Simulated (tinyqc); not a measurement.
## Reduced doping and fringe capacitance from two biases

Problem. C = eps0 eps_r hr/W + Cf with W = sqrt(2 eps0 eps_r (Vb + V)/(q Nr)), 1/Nr = 1/Na + 1/Nd. Find Cf, W at zero bias and Nr.

Inputs (values chosen for the exercise); values close to those of silicon near 1550 nm: relative permittivity of the semiconductor eps_r = 11.7; built-in voltage Vb = 0.98 V; rib height hr = 150 nm.

Constants: q = 1.602176634e-19 C, eps0 = 8.8541878128e-14 F/cm where lengths are in cm. Results are converted to the units shown.

C at V = 0 and 3 V (pF/m): [274.04181, 159.66197]

Answer. C is linear in (Vb + V)^(-1/2); the intercept is Cf.

Cf = 47.00 pF/m
W(0) = 68.44 nm
Nr = 2.705e17 cm^-3

Numbers from tinyqc (`OMP_NUM_THREADS=1 python tinyqc.py 2650117 2650118 out.jsonl`; about 0.01 s on one thread of a shared Intel Xeon 2.30GHz).
